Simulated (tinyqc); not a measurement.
Pariser-Parr-Pople SCF with singles CI, for the molecule C=Cc1ccccc1N (SMILES; centres numbered as the heavy atoms are written), step by step. One step of it, computed by the program tinyqc.

Task: Iteration 1: Fock matrix. F_rr = H_rr + P_rr gamma_rr / 2 + sum_(s != r) P_ss gamma_rs; F_rs = H_rs - P_rs gamma_rs / 2; E = tr P (H + F) / 2 + core repulsion sum_(r<s) z_r z_s gamma_rs.

P at the start, lower triangle:
```
           1C         2C         3C         4C         5C         6C         7C        8C
1C   1.116909
2C   0.873353   1.000000
3C  -0.116909   0.453744   1.116909
4C  -0.258133   0.000000   0.619991   1.000000
5C   0.116909  -0.091887  -0.116909   0.671431   1.116909
6C   0.166246   0.000000  -0.253362   0.000000   0.615220   1.000000
7C  -0.116909   0.004771   0.116909  -0.309573  -0.116909   0.711878   1.116909
8C  -0.161476   0.000000   0.478148   0.000000  -0.212915   0.000000   0.529588  1.000000
9N   0.249476  -0.151341  -0.249476  -0.048211   0.249476  -0.151341  -0.249476  0.647691

          9N
9N  1.532363
```

core matrix H (eV), lower triangle:
```
            1C          2C          3C          4C          5C          6C          7C          8C
1C  -42.344008
2C   -2.390000  -45.497609
3C    0.000000   -2.390000  -50.660734
4C    0.000000    0.000000   -2.390000  -45.944858
5C    0.000000    0.000000    0.000000   -2.390000  -43.842755
6C    0.000000    0.000000    0.000000    0.000000   -2.390000  -44.088311
7C    0.000000    0.000000    0.000000    0.000000    0.000000   -2.390000  -46.946807
8C    0.000000    0.000000   -2.390000    0.000000    0.000000    0.000000   -2.390000  -52.344528
9N    0.000000    0.000000    0.000000    0.000000    0.000000    0.000000    0.000000   -2.240000

            9N
9N  -56.611892
```

repulsion gamma_rs (eV), lower triangle:
```
           1C         2C         3C         4C         5C         6C         7C         8C
1C  11.130000
2C   5.344671  11.130000
3C   3.872631   5.347462  11.130000
4C   2.881032   3.872631   5.344671  11.130000
5C   2.343808   2.881349   3.871752   5.344883  11.130000
6C   2.270762   2.621410   3.517205   3.872198   5.346227  11.130000
7C   2.620967   2.881277   3.871553   3.517076   3.872541   5.346228  11.130000
8C   3.517205   3.872198   5.343977   3.871573   3.517377   3.872631   5.345617  11.130000
9N   4.166466   3.758305   4.165742   3.040396   2.752409   3.040825   4.165774   5.921975

           9N
9N  16.800000
```

Centres (angstrom, eV; a flat drawing with bonds scaled to 1.40 angstrom):
```
centre          x          y  core charge z          W   gamma_rr
1C      -2.756000  -0.226000              1  11.160000  11.130000
2C      -1.657000  -1.094000              1  11.160000  11.130000
3C      -0.357000  -0.577000              1  11.160000  11.130000
4C       0.742000  -1.445000              1  11.160000  11.130000
5C       2.043000  -0.927000              1  11.160000  11.130000
6C       2.245000   0.458000              1  11.160000  11.130000
7C       1.147000   1.326000              1  11.160000  11.130000
8C      -0.154000   0.809000              1  11.160000  11.130000
9N      -1.253000   1.677000              2  25.600000  16.800000
```

Give: F; pi energy.

Result:

F (eV), lower triangle:
```
         1C       2C       3C       4C       5C       6C       7C       8C
1C  -5.8596
2C  -4.7239  -5.4288
3C   0.2264  -3.6032  -5.5344
4C   0.3718   0.0000  -4.0468  -5.0191
5C  -0.1370   0.1324   0.2263  -4.1844  -5.0521
6C  -0.1888   0.0000   0.4456   0.0000  -4.0346  -5.0903
7C   0.1532  -0.0069  -0.2263   0.5444   0.2264  -4.2929  -5.6807
8C   0.2840   0.0000  -3.6676   0.0000   0.3745   0.0000  -3.8055  -6.2922
9N  -0.5197   0.2844   0.5196   0.0733  -0.3433   0.2301   0.5196  -4.1578

          9N
9N  -10.9452
```

pi energy = -137.0157 eV
